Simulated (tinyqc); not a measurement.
Inside a calculation. Model: interface traps from C-V curves, high-low and Terman methods.

tinyqc, about 0.01 s, one thread, Intel Xeon 2.30GHz (shared host): `OMP_NUM_THREADS=1 python tinyqc.py 2030130 2030131 out.jsonl` Printed values are rounded.

MOS capacitor on an n-type substrate; psi is the band bending, negative in depletion; only majority carriers are counted. At the bending psi the Fermi level lies y = xi - psi below the conduction edge at the surface, xi = Vt ln(Nc/Nd). Dit(y) = D0 + D1 exp(-y/E1); traps fill up to the Fermi level, follow the bias and a slow signal, and do not follow a fast one. V is the gate voltage from flat band.

Parameters, values chosen for the exercise; band and dielectric values close to those of silicon:

| symbol | value | unit | meaning |
|---|---|---|---|
| T | 350 | K | temperature |
| eps_r | 11.6 |  | relative permittivity |
| Nc | 3.52e19 | cm^-3 | conduction-band density of states at T |
| Nd | 3.3e15 | cm^-3 | donor density |
| EOT | 5 | nm | equivalent oxide thickness |
| D0 | 6.8e10 | cm^-2 eV^-1 | trap density far from the band edge |
| D1 | 2.4e12 | cm^-2 eV^-1 | band-tail density at the conduction edge |
| E1 | 0.15 | eV | decay energy of the tail |
| n | 8 |  | points |
| pa | -0.42 | V | deepest band bending |
| pb | -0.045 | V | shallowest band bending |

Constants: q = 1.602176634e-19 C, kB = 1.380649e-23 J/K, Vt = kB T/q, eps0 = 8.8541878128e-14 F/cm where lengths are in cm. Results are converted to the units shown.

## The curves

Cox = 3.9 eps0/EOT, LD = sqrt(eps0 eps_r Vt/(q Nd)), u = psi/Vt, Cd = (eps0 eps_r/(sqrt(2) LD)) |exp(u) - 1|/sqrt(exp(u) - u - 1). Ideal V0 = psi - sqrt(2) (eps0 eps_r Vt/LD) sqrt(exp(u) - u - 1)/Cox for psi < 0; the traps add dV = (q/Cox) times the integral of Dit from 0 to psi = (q/Cox) [D0 psi + D1 E1 exp(-xi/E1) (exp(psi/E1) - 1)]. 1/C_HF = 1/Cox + 1/Cd, 1/C_LF = 1/Cox + 1/(Cd + q Dit). Take n equally spaced psi from pa to pb.

```
point,psi (V),y (eV),Dit (cm^-2 eV^-1),V0 (V),V (V),C_HF (nF/cm^2),C_LF (nF/cm^2)
0,-0.420000,0.699737,9.06082e10,-0.449794,-0.468570,25.4197,38.6205
1,-0.366429,0.646165,1.00313e11,-0.394100,-0.411693,27.2926,41.7951
2,-0.312857,0.592594,1.14182e11,-0.338229,-0.354495,29.6594,46.0016
3,-0.259286,0.539022,1.34006e11,-0.282127,-0.296858,32.7837,51.7035
4,-0.205714,0.485451,1.62338e11,-0.225710,-0.238610,37.1669,59.6510
5,-0.152143,0.431879,2.02832e11,-0.168822,-0.179468,43.8632,71.1607
6,-0.098571,0.378308,2.60707e11,-0.111157,-0.118943,55.2875,88.7742
7,-0.045000,0.324737,3.43425e11,-0.052017,-0.056080,77.1511,117.698
```

Cox = 690.627 nF/cm^2

At the deepest bending the traps stretch the gate voltage from -0.450 to -0.469 V.

## High-low extraction

q Dit = (1/C_LF - 1/Cox)^(-1) - (1/C_HF - 1/Cox)^(-1) at each point.

```
point,Dit by high-low (cm^-2 eV^-1)
0,9.06082e10
1,1.00313e11
2,1.14182e11
3,1.34006e11
4,1.62338e11
5,2.02832e11
6,2.60707e11
7,3.43425e11
```

With a true high-frequency curve this returns Dit exactly.

## Terman extraction

psi at each point follows from C_HF and the ideal curve. Dit = (Cox/q) d(V - V0)/dpsi by central differences over the two neighbours.

```
point,Dit by Terman (cm^-2 eV^-1)
1,1.01004e11
2,1.15170e11
3,1.35418e11
4,1.64356e11
5,2.05716e11
6,2.64830e11
```

The differences overstate the curved tail; the largest error is 1.6 %, at point 6.
